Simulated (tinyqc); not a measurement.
Space-charge-limited current through a thin insulating or semi-insulating film with traps: one step, computed by the program tinyqc.

One ohmic injecting contact at x = 0 (field zero), drift only, non-degenerate free carriers.

Task: One point of the curve. Free density n_0 = N_c exp(-E_0/k_B T) in equilibrium; trapped density n_t(n) = N_t (n/N_c)^(T/T_c) (the low-temperature form). J = e mu n F and (eps eps_0/e) dF/dx = n - n_0 + n_t(n) - n_t(n_0) = rho(n). With F = J/(e mu n): d = (eps eps_0 J/(e^2 mu)) I_1 and V = (eps eps_0 J^2/(e^3 mu^2)) I_2, I_k = int_(n_L)^infinity dn/(n^(k+1) rho(n)), n_L the density at the anode; with u = n_L/n, 200 Gauss-Legendre points in t, u = 1 - (1 - t)^2. Anode field J/(e mu n_L); Mott-Gurney current (9/8) eps eps_0 mu V^2/d^3; ohmic current e n_0 mu V/d.

Inputs (values chosen for the exercise, modelled on amorphous silicon):
```
quantity                                            value        unit
permittivity eps                                     11.8           -
band mobility mu                                        3  cm^2/(V s)
effective density of states N_c                     2e+20      1/cm^3
trap density N_t                                  5.4e+15      1/cm^3
equilibrium Fermi level below the band edge, E_0     0.71          eV
thickness d                                          2200          nm
free density at the anode, in units of N_c         0.0004           -
temperature T                                         350           K
characteristic temperature T_c                       1600           K
```

Traps: exponential tail.

Constants: k_B = 8.617333262e-05 eV/K; eps_0 = 8.8541878128e-12 F/m; e = 1.602176634e-19 C.

Give: I_1; I_2; current density J; voltage V; anode field over mean field V/d; trap-free Mott-Gurney current; ohmic current.

Result:

I_1 = 7.7467e-35 cm^6

I_2 = 6.4500e-52 cm^9

current density J = 2.0932e+05 A/cm^2

voltage V = 797.72 V

anode field over mean field V/d = 1.5013

trap-free Mott-Gurney current = 2.1074e+05 A/cm^2

ohmic current = 0.020832 A/cm^2

Caution: J V exceeds 1e5 W/cm^2, where self-heating, left out here, would matter. Caution: mu V/d exceeds 1e7 cm/s, so velocity saturation would limit the current. Caution: the mean field exceeds 3 MV/cm, where field-assisted emission from traps and breakdown set in.
